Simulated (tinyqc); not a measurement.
# Resistance of a source-drain extension with a graded tip: effects of single changes

y runs along the channel, the gate covers y > 0. The doping is N0 for y < y0 and N0 10^(-(y - y0)/la) beyond, uniform over the depth xj. Sheet conductance s(y) = q mu(N) max(N - Nch, 0) xj + (for y > 0) ma Cox Vo, with mu(N) = u0 + (u1 - u0)/(1 + (N/Nr)^au) and Cox = eps0 eox/tox. Current is taken as one-dimensional; depletion of the tip, spreading and the contact are left out. The metallurgical junction lies at yj, where N = Nch.

Inputs (values chosen for the exercise); mobility law close to that of holes in silicon: relative permittivity of the gate insulator (close to silicon dioxide) eox = 3.9; insulator thickness tox = 3 nm; active doping of the extension far from the gate N0 = 1.7e20 cm^-3; lateral abruptness la = 6.6 nm/decade; position under the gate where the fall begins (gate edge at 0) y0 = 3.3 nm; depth of the extension xj = 30 nm; channel doping Nch = 2.5e18 cm^-3; spacer length Ls = 12 nm; gate overdrive Vo = 0.85 V; mobility of the gate-induced layer ma = 64 cm^2/(V s); mobility at low doping u1 = 470.5 cm^2/(V s); mobility at high doping u0 = 44.9 cm^2/(V s); reference doping Nr = 2.23e17 cm^-3; exponent au = 0.719; gate length Lg = 45 nm.

Constants: q = 1.602176634e-19 C, eps0 = 8.8541878128e-14 F/cm where lengths are in cm. Results are converted to the units shown.

Each table varies one quantity; the others keep the values above.

## Abruptness at a fixed junction position

R_spacer = integral of dy/s from -Ls to 0, R_ov from 0 to yj, R_channel = (Lg - 2 yj)/(ma Cox Vo), R_total = 2 R_spacer + 2 R_ov + R_channel. Electrical length L_eff = ma Cox dR_total/d(1/Vo); R_series = R_total - L_eff/(ma Cox Vo). y0 is moved with la so that yj stays at 15.395 nm.

The same in every row: yj (nm) = 15.39; R_channel (ohm um) = 226.9.

Abruptness at a fixed junction position:
```
la (nm/decade)  R_spacer (ohm um)  R_ov (ohm um)  R_total (ohm um)  L_eff (nm)  R_series (ohm um)
1                           3.075          9.086             251.3       14.52              19.36
2.3                         3.075          15.85             264.8       14.92              26.60
3.6                         3.075          22.61             278.3       15.31              33.83
4.9                         3.075          29.38             291.9       15.70              41.07
6.1                         3.075          35.62             304.3       16.07              47.75
7.4                         3.075          42.39             317.9       16.46              54.99
8.7                         3.085          49.14             331.4       16.86              62.23
10                          3.379          55.62             345.0       17.25              69.51
```

As la goes from 1 to 10 nm/decade, R_total rises from 251 to 345 ohm um, R_spacer rises from 3.07 to 3.38 ohm um and R_ov rises from 9.09 to 55.6 ohm um. R_total changes on average by 10.4 ohm um for each nm/decade. L_eff exceeds the metallurgical length by 0.311 nm in the first row and 3.04 nm in the last, since the gate also controls the lightly doped tips.

## Effect of the active doping of the extension far from the gate

Same model as above.

Effect of the active doping of the extension far from the gate:
```
N0 (cm^-3)  yj (nm)  R_spacer (ohm um)  R_ov (ohm um)  R_channel (ohm um)  R_total (ohm um)  L_eff (nm)  R_series (ohm um)
2e19          9.260              23.37          38.32               422.9             546.3       28.53              90.71
3.1e19        10.52              15.42          38.34               382.8             490.3       25.99              75.17
4.7e19        11.71              10.43          38.32               344.7             442.2       23.60              65.30
7.2e19        12.93              6.978          38.29               305.6             396.1       21.15              58.42
1.1e20        14.15              4.666          38.26               266.8             352.6       18.72              53.76
1.7e20        15.39              3.075          38.22               226.9             309.5       16.22              50.53
2.6e20        16.61              2.040          38.20               188.1             268.5       13.78              48.42
4e20          17.85              1.341          38.18               148.6             227.7       11.31              46.99
```

Read the table: what changes, and by how much?

As N0 goes from 2e19 to 4e20, R_total falls from 546 to 228 ohm um, L_eff falls from 28.5 to 11.3 nm and R_series falls from 90.7 to 47.0 ohm um.

Program tinyqc, `OMP_NUM_THREADS=1 python tinyqc.py 2282059 2282060 out.jsonl`; Intel Xeon 2.30GHz, shared host, one thread, about 0.06 s.
